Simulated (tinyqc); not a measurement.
Inside a calculation. Model: Haynes-Shockley experiment: drift, diffusion and decay of a minority-carrier pulse. Computed by tinyqc, a small Python program that keeps every step. Command: `OMP_NUM_THREADS=1 python tinyqc.py 3113168 3113169 out.jsonl haynes walk`. One thread of a shared host (Intel(R) Xeon(R) Processor @ 2.30GHz), about 0.01 s of CPU time with the checks. Intermediate numbers are printed to about 6 digits and carried at full precision; extremes and crossings named in words are read from the listed rows.

A thin sheet of excess carriers is made at x = 0, t = 0 in a long uniform bar; injection is low, so the pulse moves with the minority mobility.

Inputs (values chosen for the exercise, modelled on holes in n-type germanium in a lightly doped bar): minority mobility mu = 1830 cm^2/(V s); lifetime tau = 81 microsecond; temperature T = 250 K; field F = 8.7 V/cm; distance d to the collector = 0.47 cm; second distance d2 = 1.1 cm; injected sheet density N0 = 1.7e+10 1/cm^2.

Constants: k_B = 8.617333262e-05 eV/K.

## Transport coefficients

D = mu k_B T/e, v = mu F. Transit time d/v, diffusion length sqrt(D tau), drift length v tau, Peclet number v d/D = e F d/(k_B T).

D = 39.4243 cm^2/s

drift velocity v = 15921 cm/s

transit time d/v = 29.5208 microsecond

diffusion length = 565.099 micrometre

drift length v tau = 1.289601 cm

Peclet number = 189.803

The pulse must travel 0.364 drift lengths.

## The signal at the collector

dn(x, t) = N0/sqrt(4 pi D t) exp(-(x - v t)^2/(4 D t) - t/tau). At fixed x the signal peaks where d ln(dn)/dt = 0: a t^2 + t/2 - x^2/(4 D) = 0 with a = v^2/(4 D) + 1/tau. The full width at half maximum is found by solving dn(x, t) = peak/2 on both sides of the peak.

time of the peak t_p = 29.2541 microsecond

peak density = 9.80215e+10 1/cm^3

width at half maximum = 7.07078 microsecond

The peak comes 0.90 % before d/v, since spreading and recombination both weaken the later part of the pulse.

## Shape in time

Times are 0.7, 0.8, 0.9, 0.95, 1, 1.05, 1.1, 1.2 and 1.4 t_p.

Signal at d:
```
t/t_p  t (microsecond)  dn (1/cm^3)      dn/peak
0.70           20.4779  2.13757e+08  2.18072e-03
0.80           23.4033  9.04840e+09  9.23104e-02
0.90           26.3287  5.77330e+10  5.88983e-01
0.95           27.7914  8.64723e+10  8.82177e-01
1.00           29.2541  9.80215e+10  1.00000e+00
1.05           30.7168  8.75127e+10  8.92791e-01
1.10           32.1795  6.35755e+10  6.48587e-01
1.20           35.1049  2.00436e+10  2.04482e-01
1.40           40.9557  4.25097e+08  4.33677e-03
```

At 0.9 and 1.1 t_p the signal is 0.589 and 0.649 of its peak: the trailing side is the wider one.

## Simple reading of the pulse

With w the full width at half maximum: mu = d/(F t_p); D = (w d)^2/(16 ln2 t_p^3); Einstein ratio D/mu against k_B T/e.

apparent mobility = 1846.68 cm^2/(V s)

apparent D = 39.7764 cm^2/s

apparent D/mu = 21.5394 mV

error of mu = 0.911541 %

error of D = 0.893110 %

The true k_B T/e is 21.54 mV.

## Two distances

Differences remove part of the bias: mu = (d2 - d)/(F (t_p2 - t_p)). The time-integrated signal is A(x) = (N0/u) exp(x (v - u)/(2 D)), u = sqrt(v^2 + 4 D/tau); the simple lifetime is tau = (t_p2 - t_p)/ln(A(d)/A(d2)).

t_p2 = 68.6731 microsecond

mobility from two distances = 1837.03 cm^2/(V s)

area ratio A(d)/A(d2) = 1.62839

lifetime from areas = 80.8449 microsecond

Errors: mobility +0.38 % (one distance +0.91 %), lifetime -0.19 %.

## How the errors depend on the field

With w that width: mu = d/(F t_p); D = (w d)^2/(16 ln2 t_p^3). The field is scaled by the factors listed.

Errors of the simple reading:
```
factor  F (V/cm)    v d/D  v^2 tau/(4 D)  error of mu (%)  error of D (%)
0.5         4.35    94.90          32.55          2.58370         1.77480
0.7         6.09   132.86          63.80          1.53616         1.27353
1.0         8.70   189.80         130.20          0.91154         0.89311
1.5        13.05   284.71         292.94          0.52239         0.59568
2.5        21.75   474.51         813.73          0.27239         0.35732
4.0        34.80   759.21        2083.16          0.15580         0.22324
7.0        60.90  1328.62        6379.66          0.08313         0.12752
```

The error of mu falls from 2.58 to 0.0831 %. For large v d/D it is about D/(v d) + 2 D/(v^2 tau), here 0.0831 % in the last row: one part from spreading, one from recombination.

Checks made by the program: area of the signal against its closed form (relative difference below 1e-10).
